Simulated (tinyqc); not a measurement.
Harmonic transition-state theory with quantum, tunnelling and friction corrections: one step, computed by the program tinyqc.

One atom hops between equivalent sites; three modes at the minimum and two real modes at the saddle are treated as harmonic, the rest of the crystal as unchanged; melting is ignored, so hot rows may lie above the melting point.

Question. Classical rate and diffusivity. Vineyard: nu* = product of minimum frequencies / product of real saddle frequencies; k_cl = nu* exp(-E_b/(k_B T)). Activation entropy S = k_B ln(nu* h/(k_B T)); for uncorrelated jumps D = z k d^2/6 and D0 = z nu* d^2/6; 1 angstrom^2 = 1e-16 cm^2.

Inputs (values chosen for the exercise, modelled on a vacancy in silicon):
```
quantity                     value      unit
barrier E_b                  0.403        eV
temperature T                  413         K
jump length d                 2.35  angstrom
number of jump directions z      4         -
```

Lattice of sites: three-dimensional.

frequencies at the minimum (THz): 7.12  8.08  11.5

real frequencies at the saddle (THz): 6.89  7.28

Constants: k_B = 8.617333262e-05 eV/K; h x 1 THz = 4.135667696 meV.

Give: prefactor nu*; classical rate k_cl; activation entropy in the Eyring form; classical diffusivity D; prefactor D0.

Answer.

prefactor nu* = 13.19 THz

classical rate k_cl = 1.594e+08 1/s

activation entropy in the Eyring form = 0.4270 k_B

classical diffusivity D = 5.869e-08 cm^2/s

prefactor D0 = 0.004856 cm^2/s
